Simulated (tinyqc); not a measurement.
Formation energy of a charged point defect from supercell energies: one step, computed by the program tinyqc.

The host is a compound AB. Making the defect adds n_A = -1, n_B = 0 atoms to the cell. All total energies are inputs. E_F is counted from the valence-band maximum (VBM); x = 0 is A-rich and x = 1 B-rich growth.

Task: Formation energies at E_F = 0. E_f(q, E_F) = [E(defect, q) - E(host)] - sum n_i mu_i + q (E_VBM + dV + E_F) + E_corr(q).

Inputs (values chosen for the exercise, with gap and screening modelled on CdTe):
```
quantity,value,unit
gap E_g,1.56,eV
E_VBM of the host cell,2.601,eV
potential alignment dV,0.1,eV
dielectric constant eps,10.4,-
cell length L,15.3,angstrom
```

Defect: vacancy of A. Supercell lattice: sc.

charge states q: [3, 2, 1, 0]

E(defect, q) - E(host), in the order of q (eV): [-3.299, 0.695, 4.291, 8.358]

sum n_i mu_i = 6.0754 eV

E_corr (eV): (q=+3) 1.155432, (q=+2) 0.513525, (q=+1) 0.128381, (q=0) 0.000000

Give: E_f(q, 0).

Result:

E_f(q, 0) (eV): (q=+3) -0.1160, (q=+2) 0.5351, (q=+1) 1.0450, (q=0) 2.2826

Caution: the largest image-charge correction in these energies, q^2 alpha e^2/(8 pi eps_0 eps L) with alpha = 2.837297, exceeds a quarter of the gap; the point-charge term alone is then a rough estimate, usually too large for a charge that is spread out. Caution: E_f at E_F = 0 is negative for at least one charge state, so in equilibrium E_F cannot reach the valence-band maximum.
